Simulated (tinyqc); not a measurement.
Capacitance of parallel on-chip lines from Laplace's equation on a mesh: one step of the calculation.

Cross-section of an endless row of equal lines between two grounded planes; neighbours are driven in antiphase (+1 V and -1 V), so the plane midway between two lines is at 0 V. By symmetry one quarter is solved: x runs from the centre of a line (column 0, mirror) to that midplane (column 4, 0 V), y from the mid-height of the line (row 0, mirror) to the ground plane (row 3, 0 V). The line fills columns 0 to 1 and rows 0 to 1 at 1 V. Cells beside the line (below row 1) have e2, cells above have e1. Each link between nodes has the conductance g = mean permittivity of the two cells beside it (a cell beyond a mirror counts as 0), and the free nodes obey sum g (V_neighbour - V) = 0.

Problem. Relaxation sweep. One sweep visits the free nodes row by row from row 0, left to right, and replaces V by V + om (weighted mean of the neighbours - V), using new values at once.

Values chosen for this exercise: over-relaxation factor om = 1.

V at the start (V):

|  | col 0 | col 1 | col 2 | col 3 | col 4 |
|---|---|---|---|---|---|
| row 0 | 1 | 1 | 0 | 0 | 0 |
| row 1 | 1 | 1 | 0 | 0 | 0 |
| row 2 | 0 | 0 | 0 | 0 | 0 |
| row 3 | 0 | 0 | 0 | 0 | 0 |

gx:

|  | col 0 | col 1 | col 2 | col 3 |
|---|---|---|---|---|
| row 0 | 1.2 | 1.2 | 1.2 | 1.2 |
| row 1 | 2.7 | 2.7 | 2.7 | 2.7 |
| row 2 | 3 | 3 | 3 | 3 |
| row 3 | 1.5 | 1.5 | 1.5 | 1.5 |

gy:

|  | col 0 | col 1 | col 2 | col 3 | col 4 |
|---|---|---|---|---|---|
| row 0 | 1.2 | 2.4 | 2.4 | 2.4 | 1.2 |
| row 1 | 1.5 | 3 | 3 | 3 | 1.5 |
| row 2 | 1.5 | 3 | 3 | 3 | 1.5 |

Find: V after sweep 1.

Solution.

V after sweep 1 (V):

|  | col 0 | col 1 | col 2 | col 3 | col 4 |
|---|---|---|---|---|---|
| row 0 | 1.000 | 1.000 | 0.250 | 0.062 | 0.000 |
| row 1 | 1.000 | 1.000 | 0.306 | 0.090 | 0.000 |
| row 2 | 0.250 | 0.312 | 0.155 | 0.061 | 0.000 |
| row 3 | 0.000 | 0.000 | 0.000 | 0.000 | 0.000 |

tinyqc, about 0.9 s, one thread, Intel Xeon 2.30GHz (shared host): `OMP_NUM_THREADS=1 python tinyqc.py 2790152 2790153 out.jsonl`
